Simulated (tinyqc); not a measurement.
Inside a calculation (part 2 of 2). Method: CIS and TDHF on RHF in the sto-6g basis, for H6, spin multiplicity 1. Computed by tinyqc, a small Python program that keeps every step (integrals from PySCF). Command: `OMP_NUM_THREADS=1 python tinyqc.py 25626 25627 out.jsonl` (the two numbers bound the seeds that draw the settings). One thread of a shared host (Intel(R) Xeon(R) Processor @ 2.60GHz), about 0.2 s of CPU time with the checks.

Geometry (angstrom):
```
atom,x,y,z
H,0.000000,0.000000,0.000000
H,0.000000,0.000000,0.853000
H,0.000000,0.000000,2.035000
H,0.000000,0.000000,2.888000
H,0.000000,0.000000,4.071000
H,0.000000,0.000000,4.923000
```

## TDHF (RPA) triplet states

CIS matrix A, triplet (hartree):
```
,1>4,1>5,1>6,2>4,2>5,2>6,3>4,3>5,3>6
1>4,0.632447,-0.000149,0.083644,0.000351,-0.122936,-0.000139,-0.038264,-0.000217,0.119818
1>5,-0.000149,0.985833,0.000070,-0.122936,-0.000311,-0.131159,-0.000217,0.040854,0.000073
1>6,0.083644,0.000070,1.269294,-0.000139,-0.131159,0.000124,0.119818,0.000073,-0.088699
2>4,0.000351,-0.122936,-0.000139,0.566811,-0.000274,-0.044216,-0.000256,0.134999,-0.000243
2>5,-0.122936,-0.000311,-0.131159,-0.000274,0.836075,-0.000359,0.134999,0.000222,0.126007
2>6,-0.000139,-0.131159,0.000124,-0.044216,-0.000359,1.257202,-0.000243,0.126007,0.000193
3>4,-0.038264,-0.000217,0.119818,-0.000256,0.134999,-0.000243,0.395553,0.000358,0.043469
3>5,-0.000217,0.040854,0.000073,0.134999,0.000222,0.126007,0.000358,0.726943,0.000424
3>6,0.119818,0.000073,-0.088699,-0.000243,0.126007,0.000193,0.043469,0.000424,1.053444
```

Given earlier and not repeated: Two-electron integrals over orbitals (pq|rs).

B(ia,jb) = - (ib|ja); the squared energies are the eigenvalues of (A - B)(A + B); 1 hartree = 27.211386 eV.

TDHF matrix B, triplet (hartree):
```
,1>4,1>5,1>6,2>4,2>5,2>6,3>4,3>5,3>6
1>4,-0.081220,-0.000068,0.029295,0.000136,-0.037635,-0.000083,-0.014942,-0.000092,0.049103
1>5,-0.000068,-0.048873,0.000021,-0.055596,-0.000143,-0.031018,-0.000130,0.031790,0.000058
1>6,0.029295,0.000021,-0.066517,-0.000093,-0.044690,0.000037,0.077456,0.000057,-0.028963
2>4,0.000136,-0.055596,-0.000093,-0.073148,-0.000086,-0.034035,-0.000144,0.037900,-0.000110
2>5,-0.037635,-0.000143,-0.044690,-0.000086,-0.087956,-0.000154,0.069205,0.000061,0.035855
2>6,-0.000083,-0.031018,0.000037,-0.034035,-0.000154,-0.047032,-0.000146,0.055484,0.000082
3>4,-0.014942,-0.000130,0.077456,-0.000144,0.069205,-0.000146,-0.079181,0.000180,0.017646
3>5,-0.000092,0.031790,0.000057,0.037900,0.000061,0.055484,0.000180,-0.074449,0.000154
3>6,0.049103,0.000058,-0.028963,-0.000110,0.035855,0.000082,0.017646,0.000154,-0.083150
```

squared energies w^2 (hartree^2): 0.083063  0.165682  0.249528  0.617393  0.773256  0.958722  1.168049  1.763465  1.856924

TDHF energies from the positive w^2 (eV): 7.842503  11.076147  13.592849  21.381176  23.928328  26.643855  29.409068  36.135499  37.080686
